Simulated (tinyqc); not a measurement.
Sheet resistance and Hall data of a diffused or implanted layer: one step, computed by the program tinyqc.

Carriers are taken equal to the net active doping down to the junction (full ionisation, which deep dopants in wide-gap hosts do not reach; no spill-over, no depletion), and the Hall factor is 1.

Problem. Profile. N(x) = N_0 erfc(x/l), dose N_0 l/sqrt(pi), junction x_j = l erfc^-1(N_B/N_0). Mobility mu = mu_min + (mu_max - mu_min)/(1 + (N_t/N_ref)^alpha), N_t = active doping + N_B; carriers n = active doping - N_B, all dopants active. sigma = e n mu.

Inputs (values chosen for the exercise, modelled on arsenic in silicon): mu_min = 52.7 cm^2/(V s); mu_max = 1440 cm^2/(V s); N_ref = 9.3e+16 1/cm^3; exponent alpha = 0.68; peak concentration N_0 = 7.5e+18 1/cm^3; length scale l = 28 nm; background doping N_B (opposite type) = 9.3e+15 1/cm^3.

Profile: complementary error function. Activation: complete.

Constants: e = 1.602176634e-19 C.

Give: Depth, doping, carriers, mobility and conductivity at 2, 10, 20, 35, 50, 65, 80, 90 and 98 % of the layer.

Solution.

Depth, doping, carriers, mobility and conductivity at 2, 10, 20, 35, 50, 65, 80, 90 and 98 % of the layer:
```
x (nm)  N (1/cm^3)  n (1/cm^3)  mu (cm^2/(V s))  sigma (S/cm)
1.279   7.1138e+18  7.1045e+18            121.7    1.3851e+02
6.394   5.6005e+18  5.5912e+18            133.1    1.1927e+02
12.788  3.8876e+18  3.8783e+18            154.1    9.5759e+01
22.379  1.9375e+18  1.9282e+18            208.4    6.4383e+01
31.971  7.9772e+17  7.8842e+17            312.2    3.9436e+01
41.562  2.6850e+17  2.5920e+17            499.5    2.0746e+01
51.153  7.3329e+16  6.4029e+16            774.2    7.9424e+00
57.547  2.7407e+16  1.8107e+16            958.6    2.7808e+00
62.662  1.1634e+16  2.3342e+15           1070.7    4.0042e-01
```

The mobility varies by a factor 8.8 across these points and the conductivity by 346.
